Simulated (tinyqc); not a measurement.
## ESD clamp with bipolar snapback, compact model and design window: effect of the exponent of the multiplication

The drain junction multiplies the current that enters it: Igen = (M - 1)(Ic + I0), M = 1/(1 - (Vj/BV)^n). The generated holes leave through the substrate resistance and the base of the parasitic npn: Igen = Vb/Rb + Ic/be, Ic = Is exp(Vb/Vt). Terminal current I = Ic + I0 + Igen and voltage V = Vj + I Ro, per width. Isothermal, constant gain.

For given Vb: Ic, Igen, M = 1 + Igen/(Ic + I0), Vj = BV (1 - 1/M)^(1/n), I and V. Vt1 is the maximum of V along the curve, Vh the following minimum, Vt2 the voltage at I = It2. It1 and Ih are the currents at Vt1 and Vh.

Values chosen for this exercise; values close to those of grounded-gate n-channel clamps: temperature T = 300 K; junction breakdown voltage BV = 10.5 V; current gain of the parasitic npn be = 11.4; saturation current Is = 5e-17 A/um; junction leakage I0 = 1e-11 A/um; substrate resistance Rb = 25000 ohm um; drain ballast and contact resistance Ro = 210 ohm um; failure current for 100 ns It2 = 8.5 mA/um.

Constants: q = 1.602176634e-19 C, kB = 1.380649e-23 J/K, Vt = kB T/q. Results are converted to the units shown.

Result of one run:
```
Vt1 (V)	It1 (uA/um)	Vh (V)	Ih (uA/um)	Vt2 (V)	Vt2 - Vt1 (V)
10.50	17.34	4.499	1504	5.689	-4.814
```

Which exponent of the multiplication n gave this result: 2, 2.5, 3, 5 or 5.5?

n = 2.5.

The whole series:
```
n	Vt1 (V)	It1 (uA/um)	Vh (V)	Ih (uA/um)	Vt2 (V)	Vt2 - Vt1 (V)
2	10.50	17.09	3.639	1498	4.834	-5.670
2.5	10.50	17.34	4.499	1504	5.689	-4.814
3	10.50	17.54	5.193	1480	6.389	-4.114
3.5	10.50	17.71	5.757	1444	6.964	-3.539
4	10.50	17.85	6.222	1404	7.443	-3.061
4.5	10.50	17.98	6.611	1362	7.845	-2.658
5	10.50	18.10	6.939	1322	8.188	-2.316
5.5	10.50	18.20	7.220	1283	8.482	-2.022
6	10.50	18.30	7.463	1245	8.738	-1.766
```

As n goes from 2 to 6, Vt1 stays near 10.5 V, It1 rises from 17.1 to 18.3 uA/um, Vh rises from 3.64 to 7.46 V and Vt2 rises from 4.83 to 8.74 V. Vt2 exceeds Vt1, the condition for all fingers to turn on, in 0 of the 9 rows.

Computed by the program tinyqc: `OMP_NUM_THREADS=1 python tinyqc.py 2670140 2670141 out.jsonl`, one thread of a shared Intel Xeon 2.30GHz, about 0.02 s for the whole run.
